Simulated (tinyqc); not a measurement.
Koster-Slater impurity in an sp3s* host: one step. A first estimate from the table. Two cases, with inputs chosen for the exercise.

Problem. A defect that shifts the s level of its cation site by V has a level where the host Green function G_s(E) equals 1/V; E is counted from the top of the valence band. Find it by linear interpolation between the two rows that bracket it.

Case 1.

Values chosen (out of a larger set: near a published set for InP; not measured data): V = -4.1 eV (shift of the s level).

G(E) (1/eV):
```
E (eV)           G_s         G_p
0.000000  -0.0866066   0.0034125
0.174529  -0.1025998  -0.0370525
0.349058  -0.1201207  -0.0641170
0.523587  -0.1398501  -0.0875654
0.698116  -0.1626472  -0.1099050
0.872645  -0.1897229  -0.1326174
1.047174  -0.2229258  -0.1570411
1.221704  -0.2653190  -0.1848112
1.396233  -0.3225564  -0.2184298
```

Case 2.

Values chosen (out of a larger set: near a published set for diamond; not measured data): V = -19.8 eV (shift of the s level).

G(E) (1/eV):
```
E (eV)           G_s         G_p
0.000000  -0.0039153   0.0463455
0.667561  -0.0080746   0.0285574
1.335122  -0.0125727   0.0163237
2.002683  -0.0176420   0.0059861
2.670244  -0.0236174  -0.0037628
3.337805  -0.0310648  -0.0138571
4.005366  -0.0411114  -0.0254967
4.672927  -0.0566499  -0.0413594
5.340488  -0.0926583  -0.0759125
```

Give: 1/V; estimated level.

Solution.

Case 1.

1/V = -0.24390 1/eV
estimated level = 1.134 eV

Case 2.

1/V = -0.05051 1/eV
estimated level = 4.409 eV

Computed by tinyqc, one run a case: `OMP_NUM_THREADS=1 python tinyqc.py N N+1 out.jsonl` with N = 1481546, 1481648; one thread of a shared Intel(R) Xeon(R) Processor @ 2.30GHz, about 0.05 s a run at most.
